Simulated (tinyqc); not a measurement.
Scale length and barrier from the threshold roll-off.

Question. For L well above Lambda the threshold falls by 2 m sqrt(A (A + Vds)) exp(-pi L/(2 Lambda)), A being the height of the source potential over the barrier top; the two values follow this form. Find Lambda and A.

Parameters, values chosen for the exercise: long-channel body factor m = 1.23; drain voltage Vds = 0.8 V.

threshold lowering at L = 58 and 93 nm (mV): [74.877304, 11.246665]

Solution. The ratio of the two values gives Lambda; the prefactor gives A (A + Vds), a quadratic with one positive root.

Lambda = 29.0 nm
A = 0.410 V

Numbers from tinyqc (`OMP_NUM_THREADS=1 python tinyqc.py 2420040 2420041 out.jsonl`; about 0.01 s on one thread of a shared Intel Xeon 2.30GHz).
